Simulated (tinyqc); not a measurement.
Short-channel transistor, virtual-source model with series resistance: one step of the calculation.

The current per gate width is the charge at the top of the source barrier (the virtual source) times its velocity times a saturation function; al and be are fitting constants of the model. Units: I in uA/um, Rs in ohm um, so I Rs = 1e-6 I Rs in volts; Q in uC/cm^2, so I = 1e-4 Q vx0 Fsat with vx0 in cm/s.

Question. What the series resistance costs. Intrinsic voltages Vg' = Vgs - I Rs, Vd' = Vds - 2 I Rs. n = n0 + nd Vd', VT = VT0 - dl Vd', Ff = 1/(1 + exp((Vg' - VT + al Vt/2)/(al Vt))), Q = Cinv n Vt ln(1 + exp((Vg' - VT + al Vt Ff)/(n Vt))), Vdsat = (vx0 L/mu)(1 - Ff) + Vt Ff, Fsat = u/(1 + u^be)^(1/be) with u = Vd'/Vdsat, and I = Q vx0 Fsat per width. I0 is the current for Rs = 0. Effective velocity I/Q; transit time L Q/I.

Values chosen for this exercise: temperature T = 300 K; inversion capacitance Cinv = 3.64 uF/cm^2; velocity at the virtual source vx0 = 9.56e6 cm/s; apparent mobility mu = 420 cm^2/(V s); channel length L = 12 nm; threshold at zero drain voltage VT0 = 0.297 V; drain-induced barrier lowering dl = 0.036 V/V; subthreshold factor n0 = 1.22; growth of n with drain voltage nd = 0 1/V; threshold shift (in units of Vt) from weak to strong inversion al = 3.5; sharpness of saturation be = 1.8; series resistance of each contact Rs = 90 ohm um; gate voltage Vgs = 1.2 V; drain voltage Vds = 1.2 V.

Constants: q = 1.602176634e-19 C, kB = 1.380649e-23 J/K, Vt = kB T/q. Results are converted to the units shown.

converged I = 2462.4939 uA/um
I0 = 3290.6123 uA/um

Wanted: loss against I0; effective velocity; transit time.

Answer.

loss against I0 = 25.166 %
effective velocity = 9.5466e6 cm/s
transit time = 0.12570 ps

The carriers leave the virtual source at 99.9 % of vx0: the device is in saturation.

Computed by the program tinyqc: `OMP_NUM_THREADS=1 python tinyqc.py 2380005 2380006 out.jsonl`, one thread of a shared Intel Xeon 2.30GHz, about 0.01 s for the whole run.
